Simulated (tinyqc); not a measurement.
Smearing for a one-band metal on the fcc lattice: one step. Levels on the mesh. Three cases, with inputs chosen for the exercise.

Task: Evaluate the band and collect equal energies with their counts.

Lattice vectors (units of a): a1 = (0, 1/2, 1/2), a2 = (1/2, 0, 1/2), a3 = (1/2, 1/2, 0). E(k) = -t A_1(k) - t2 A_2(k), A_m the sum of cos(k . R) over the 12 nearest and 6 second lattice vectors. Mesh k = sum (j_i/N) b_i, j_i = 0 .. N-1.

Give: Distinct levels.

Case 1.

Values chosen: t = 0.87 eV (nearest hopping); t2 = -0.25 eV (second hopping); N = 4 (unshifted mesh).

Result:

Distinct levels:

| E_k (eV) | points |
|---|---|
| -8.9400 | 1 |
| -5.2200 | 8 |
| -2.9800 | 6 |
| -1.5000 | 4 |
| -0.5000 | 12 |
| 1.7400 | 24 |
| 3.9800 | 6 |
| 4.9800 | 3 |

8 distinct levels; the mean spacing is 1.989 eV.

Case 2.

Values chosen: t = 0.36 eV (nearest hopping); t2 = -0.09 eV (second hopping); N = 6 (unshifted mesh).

Result:

Distinct levels:

| E_k (eV) | points |
|---|---|
| -3.7800 | 1 |
| -2.9700 | 8 |
| -2.6100 | 6 |
| -1.8000 | 12 |
| -1.3500 | 8 |
| -1.0800 | 24 |
| -0.5400 | 4 |
| -0.2700 | 24 |
| 0.0900 | 24 |
| 0.2700 | 6 |
| 0.3600 | 24 |
| 1.0800 | 36 |
| 1.3500 | 24 |
| 1.7100 | 12 |
| 1.9800 | 3 |

15 distinct levels; the mean spacing is 0.411 eV.

Case 3.

Values chosen: t = 0.84 eV (nearest hopping); t2 = -0.2 eV (second hopping); N = 4 (unshifted mesh).

Result:

Distinct levels:

| E_k (eV) | points |
|---|---|
| -8.8800 | 1 |
| -5.0400 | 8 |
| -2.9600 | 6 |
| -1.2000 | 4 |
| -0.4000 | 12 |
| 1.6800 | 24 |
| 3.7600 | 6 |
| 4.5600 | 3 |

8 distinct levels; the mean spacing is 1.920 eV.

Computed by tinyqc, one run a case: `OMP_NUM_THREADS=1 python tinyqc.py N N+1 out.jsonl` with N = 1650849, 1650965, 1651027; one thread of a shared Intel(R) Xeon(R) Processor @ 2.30GHz, about 0.3 s a run at most.
